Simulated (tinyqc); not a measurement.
Franz-Keldysh effect at a direct gap: sweeps and comparisons. A value that a table varies takes the place of the one given here.

Parabolic bands, vertical transitions, no excitons. For each hole band j: mr = me mj/(me + mj); joint density of states J_j(E) = (mr/c)^(3/2) sqrt(E - Eg)/(2 pi^2), both spins, c = hbar^2/2m0; averaged matrix element |e.p|^2 = m0 Ep/6; alpha_j(E) = 4 pi^2 alpha_f c Ep J_j/(3 nr E) in 1/angstrom (alpha_f the fine-structure constant, listed as alpha among the constants), times 1e8 for 1/cm.

In a field Fd (1 kV/cm = 1e-5 V/angstrom) the electro-optic energy of band j is th = (c (e Fd)^2/mr)^(1/3), and sqrt(E - Eg) in J_j is replaced by pi sqrt(th) [Ai'(b)^2 - b Ai(b)^2] with b = (Eg - E)/th; Ai is the Airy function.

Constants: hbar^2/2m0 = 3.80998211 eV angstrom^2; fine-structure constant alpha = 0.007297352564.

Inputs chosen for the exercise (near those of InGaAs; not measured data): Eg = 0.746 eV (direct gap); me = 0.0394 m0 (electron mass); mhh = 0.475 m0 (heavy-hole mass); mlh = 0.053 m0 (light-hole mass); Ep = 23.2 eV (Kane energy); nr = 3.57 (refractive index); Fd = 100 kV/cm (uniform field); det = 60 meV (detuning below the gap).

## Spectrum around the gap

Absorption (1/cm):
```
E - Eg (eV)  alpha(0)  alpha(F)  change
-0.1178             0     2.461       2
-0.0943             0     10.37      10
-0.0707             0     39.87      40
-0.0471             0     136.7     137
-0.0236             0     408.7     409
0.0000              0      1053    1053
0.0236           3342      2277   -1065
0.0471           4582      4027    -555
0.0707           5451      5750     299
0.0943           6119      6640     522
0.1178           6653      6676      24
0.1414           7095      6833    -261
0.1885           7779      7891     113
0.2357           8280      8315      35
```

At the gap alpha(F) = 1053 1/cm; 94.3 meV below it 10.4 1/cm remain, the tail falling as exp(-(4/3) b^(3/2)). Among the energies listed the largest rise is 1053 1/cm at E - Eg = 0.0 meV and the largest fall -1065 1/cm at 23.6 meV. It changes sign between 0.0 and 23.6 meV, between 47.1 and 70.7 meV, between 117.8 and 141.4 meV and between 141.4 and 188.5 meV; th is 47.1 meV for heavy holes and 55.2 meV for light holes.

## Tail absorption against field

At E = Eg - det; the field takes the values listed. The last column is the length for 10 dB of loss.

Results:
```
Fd (kV/cm)  th heavy (meV)  b heavy  alpha (1/cm)  length (micrometre)
10                   10.15    5.908      5.88e-06             3.92e+09
20                   16.12    3.722        0.0251             9.19e+05
40                   25.59    2.345          2.65             8.70e+03
60                   33.53    1.789          15.1             1.53e+03
100                  47.14    1.273          70.8                  325
150                  61.76    0.971           170                  135
250                  86.82    0.691           386                 59.6
400                 118.77    0.505           677                 34.0
```

alpha grows by 6.4 decades from 10 to 60 kV/cm and by a factor 1.75 over the last step, where the field grows by 1.6: the exponent (4/3) b^(3/2) goes as 1/Fd, so the gain is steep only while b > 1 (deep in the tail the light-hole pair, with its smaller b, carries most of it), that is up to 100 kV/cm of those listed. Values below about 10 1/cm lie under the Urbach and exciton tails of a real crystal, left out here.

## What moves the tail

At E = Eg - det. Each row changes one parameter from the base and keeps the others.

Results:
```
case             th heavy (meV)  alpha (1/cm)
base                     47.135         70.78
Fd = 130 kV/cm           56.144         128.5
det = 70 meV             47.135         41.43
me = 0.0453 m0           45.164         72.28
mlh = 0.0689 m0          47.135         72.00
Ep = 25.5 eV             47.135         77.80
nr = 3.75                47.135         67.38
```

The largest shifts from the base row, up to three for each result and ties (the steps differ in size, so this ranks the rows, not the parameters). th heavy (meV): Fd +9.009, me -1.971; unchanged at the printed digits by det, mlh, Ep and nr. alpha (1/cm): Fd +57.7, det -29.4, Ep +7.02.

(tinyqc, `OMP_NUM_THREADS=1 python tinyqc.py 1681114 1681115 out.jsonl`, Intel(R) Xeon(R) Processor @ 2.30GHz, 1 thread, shared host, about 0.01 s.)
